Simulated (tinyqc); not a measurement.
# Changing the scale factor s of the disorder

Model: kinetic Monte Carlo and master equation for a particle on a ring of sites with traps and bias. Computed by tinyqc, a small Python program. Command: `OMP_NUM_THREADS=1 python tinyqc.py 3021529 3021530 out.jsonl kmc sweep`. One thread of a shared host (Intel(R) Xeon(R) Processor @ 2.30GHz), about 0.01 s of CPU time with the checks.

8 sites on a ring, numbered 1 to 8. The saddle between i and i+1 lies at E0 + s b_i and site i at s eps_i; a force F tilts the landscape, with the saddle half-way.

Inputs (values chosen for the exercise, for a model defect):
```
quantity                  value         unit
reference barrier E0       0.73           eV
attempt frequency nu         11          THz
temperature T               670            K
site spacing a                2     angstrom
force F along the ring  0.00038  eV/angstrom
```

Disorder: both.

site energies eps_i (eV): -0.074  0  -0.046  -0.13  -0.068  0  -0.076  -0.054

saddle shifts b_i between sites i and i+1 (eV): 0.049  -0.017  -0.011  0.016  0.083  0.051  0.056  0.0019

Constants: k_B = 8.617333262e-05 eV/K.

Method:
- Rates: k(i to i+1) = nu exp(-(E0 + s b_i - s eps_i - F a/2)/(k_B T)), k(i to i-1) = nu exp(-(E0 + s b_(i-1) - s eps_i + F a/2)/(k_B T)).
- Share right = k right/(k right + k left); mean stay = 1/(k right + k left).
- Master equation dP/dt = W P, W_(i+1,i) = k right, W_(i-1,i) = k left, columns summing to zero. The steady state is its null vector; drift v = a sum P_i (k right - k left). D = a^2 lambda''(0)/2, where lambda(q) is the leading eigenvalue of W with right hops weighted by exp(q) and left hops by exp(-q).
- The slowest relaxation rate is minus the real part of the next eigenvalue of W. 1 angstrom = 1e-8 cm.
- At zero force D0 = a^2 nu exp(-E0/(k_B T)) / [<exp(-s eps/(k_B T))> <exp(s b/(k_B T))>], with means over the ring; Einstein relation v = D0 F/(k_B T); 1 angstrom = 1e-8 cm.

One run for each value; columns: (1) scale factor s of the disorder; (2) D0 over the value without disorder; (3) drift velocity v (cm/s); (4) slowest relaxation rate (1/s):
```
(1)          (2)         (3)         (4)
0.10  8.6014e-01  8.0399e-03  1.6986e+07
0.25  6.7563e-01  6.3143e-03  1.2381e+07
0.50  4.3354e-01  4.0496e-03  7.2151e+06
1.00  1.5351e-01  1.4308e-03  2.3686e+06
1.50  4.5128e-02  4.1921e-04  7.5844e+05
2.00  1.1323e-02  1.0477e-04  2.4016e+05
2.50  2.5052e-03  2.3091e-05  7.5828e+04
```

Give the missing row, scale factor s of the disorder = 0.75.

Computed row; columns: (1) scale factor s of the disorder; (2) D0 over the value without disorder; (3) drift velocity v (cm/s); (4) slowest relaxation rate (1/s):
```
(1)          (2)         (3)         (4)
0.75  2.6441e-01  2.4675e-03  4.1519e+06
```

Interpolating between the two neighbouring rows (the first column on a logarithmic scale, the others too where they are positive) misses most in drift velocity v (cm/s), by 11 %. Over the rows, D0 over the value without disorder falls from 0.860 to 0.00251 (exponent d ln y / d ln x -0.26 between the first rows and -6.8 between the last); drift velocity v (cm/s) falls from 0.00804 to 2.31e-5 (exponent d ln y / d ln x -0.26 between the first rows and -6.8 between the last); slowest relaxation rate (1/s) falls from 1.70e7 to 75800 (exponent d ln y / d ln x -0.35 between the first rows and -5.2 between the last). For the drift and D0, to first order in s only the mean of b - eps acts; beyond that high saddles and deep sites weigh most in the two averages.

Extremes, crossings and ranges named in words are read from the listed rows.
